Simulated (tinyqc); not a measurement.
Hueckel theory of the pi electrons, for the molecule Fc1coc2ccccc12 (SMILES; centres numbered as the heavy atoms are written), step by step. Computed by tinyqc, a small Python program that keeps every step. Settings: charge = 0. Command: `OMP_NUM_THREADS=1 python tinyqc.py 26002 26003 out.jsonl` (the two numbers bound the seeds that draw the settings). One thread of a shared host (Intel(R) Xeon(R) Processor @ 2.60GHz), about 0.02 s of CPU time with the checks.

## The Hueckel matrix

Centres:
```
centre  z_r, pi electrons of the neutral centre         h
1F                                            2  3.010000
2C                                            1  0.000000
3C                                            1  0.000000
4O                                            2  2.050000
5C                                            1  0.000000
6C                                            1  0.000000
7C                                            1  0.000000
8C                                            1  0.000000
9C                                            1  0.000000
10C                                           1  0.000000
```

Bonds:
```
i    j         k
1    2  0.660000
2    3         1
3    4  0.760000
4    5  0.760000
5    6         1
6    7         1
7    8         1
8    9         1
9   10         1
10   2         1
10   5         1
```

H_rr = alpha + h_r beta, H_rs = k_rs beta for bonded centres.

Hueckel matrix in units of beta (H = alpha + beta A):
```
           1F        2C        3C        4O        5C        6C        7C        8C
1F   3.010000  0.660000  0.000000  0.000000  0.000000  0.000000  0.000000  0.000000
2C   0.660000  0.000000  1.000000  0.000000  0.000000  0.000000  0.000000  0.000000
3C   0.000000  1.000000  0.000000  0.760000  0.000000  0.000000  0.000000  0.000000
4O   0.000000  0.000000  0.760000  2.050000  0.760000  0.000000  0.000000  0.000000
5C   0.000000  0.000000  0.000000  0.760000  0.000000  1.000000  0.000000  0.000000
6C   0.000000  0.000000  0.000000  0.000000  1.000000  0.000000  1.000000  0.000000
7C   0.000000  0.000000  0.000000  0.000000  0.000000  1.000000  0.000000  1.000000
8C   0.000000  0.000000  0.000000  0.000000  0.000000  0.000000  1.000000  0.000000
9C   0.000000  0.000000  0.000000  0.000000  0.000000  0.000000  0.000000  1.000000
10C  0.000000  1.000000  0.000000  0.000000  1.000000  0.000000  0.000000  0.000000

           9C       10C
1F   0.000000  0.000000
2C   0.000000  1.000000
3C   0.000000  0.000000
4O   0.000000  0.000000
5C   0.000000  1.000000
6C   0.000000  0.000000
7C   0.000000  0.000000
8C   1.000000  0.000000
9C   0.000000  1.000000
10C  1.000000  0.000000
```

## Orbitals

pi electrons, sum of z_r less the charge = 12

Diagonalise; E = alpha + x beta with beta < 0, so the largest x are filled first; degenerate levels share their electrons. P = sum n_i c_ri c_si; each orbital has its largest coefficient positive (the first on a tie).

x values: 3.197806  2.674630  1.903324  1.297258  0.902445  0.587055  -0.806877  -1.071065  -1.470946  -2.153630

occupations: 2.000000  2.000000  2.000000  2.000000  2.000000  2.000000  0.000000  0.000000  0.000000  0.000000

coefficients:
```
          MO1        MO2        MO3        MO4        MO5        MO6        MO7        MO8
1F   0.936325  -0.245572   0.073062  -0.175119   0.015162  -0.127990   0.050814   0.004983
2C   0.266435   0.124784  -0.122510   0.454446  -0.048417   0.469870  -0.293867  -0.030812
3C   0.113177   0.267518   0.107153   0.242431   0.145897   0.574385   0.527806   0.151853
4O   0.125636   0.777273   0.429549  -0.184145   0.236949  -0.174571  -0.173694  -0.173465
5C   0.076567   0.371308  -0.190054  -0.060045  -0.503676  -0.238348   0.125119   0.560507
6C   0.028507   0.174074  -0.299642  -0.400626  -0.435023   0.206822   0.355281  -0.346366
7C   0.014593   0.094275  -0.380261  -0.459670   0.111092   0.359764  -0.411787  -0.189527
8C   0.018157   0.078078  -0.424118  -0.195684   0.535277   0.004379  -0.023019   0.549362
9C   0.043471   0.114553  -0.426974   0.205816   0.371966  -0.357193   0.430361  -0.398875
10C  0.120856   0.228310  -0.388551   0.462681  -0.199598  -0.214072  -0.324229  -0.122141

           MO9       MO10
1F   -0.078803   0.039445
2C    0.535020  -0.308603
3C   -0.420568   0.125104
4O    0.110016   0.051547
5C   -0.089116  -0.410216
6C    0.361881   0.330798
7C   -0.443192  -0.302201
8C    0.290030   0.320030
9C    0.016573  -0.387026
10C  -0.314408   0.513480
```

charge and bond-order matrix P:
```
            1F         2C         3C         4O         5C         6C         7C         8C
1F    1.979254   0.138841  -0.131307   0.032654   0.000015  -0.001717  -0.002271   0.017328
2C    0.138841   1.062421   0.846806  -0.198681  -0.049753   0.004410   0.034012  -0.092495
3C   -0.131307   0.846806   1.011667   0.315676  -0.274626  -0.048222   0.195076   0.021335
4O    0.032654  -0.198681   0.315676   1.849960   0.299821  -0.110473  -0.080131   0.085784
5C    0.000015  -0.049753  -0.274626   0.299821   0.987915   0.635273  -0.011419  -0.295827
6C   -0.001717   0.004410  -0.048222  -0.110473   0.635273   1.026842   0.682009  -0.024727
7C   -0.002271   0.034012   0.195076  -0.080131  -0.011419   0.682009   1.013534   0.639784
8C    0.017328  -0.092495   0.021335   0.085784  -0.295827  -0.024727   0.639784   1.022270
9C   -0.006617  -0.028252  -0.222375   0.047374   0.024878  -0.338051  -0.015990   0.696173
10C  -0.055893   0.455266  -0.013582  -0.138765   0.583294   0.033614  -0.281662  -0.027011

            9C        10C
1F   -0.006617  -0.055893
2C   -0.028252   0.455266
3C   -0.222375  -0.013582
4O    0.047374  -0.138765
5C    0.024878   0.583294
6C   -0.338051   0.033614
7C   -0.015990  -0.281662
8C    0.696173  -0.027011
9C    1.011250   0.589514
10C   0.589514   1.034887
```

## Energy, charges, bond orders

E = sum n x; q_r = z_r - P_rr; bond order p = P_rs; free valence = sqrt(3) - sum of p over the bonds of the atom.

pi energy = 12 alpha + this times beta = 21.125035

pi charges: 1F 0.020746, 2C -0.062421, 3C -0.011667, 4O 0.150040, 5C 0.012085, 6C -0.026842, 7C -0.013534, 8C -0.022270, 9C -0.011250, 10C -0.034887

Bond orders and lengths from R = 1.517 - 0.180 p (angstrom, C-C alone):
```
bond         p         R
1-2   0.138841         -
2-3   0.846806  1.364575
3-4   0.315676         -
4-5   0.299821         -
5-6   0.635273  1.402651
6-7   0.682009  1.394238
7-8   0.639784  1.401839
8-9   0.696173  1.391689
9-10  0.589514  1.410887
10-2  0.455266  1.435052
10-5  0.583294  1.412007
```

free valence of the carbons: 2C 0.291138, 3C 0.569568, 5C 0.213663, 6C 0.414769, 7C 0.410258, 8C 0.396094, 9C 0.446364, 10C 0.103977

gap between the highest filled and the next level = 1.393932 |beta|
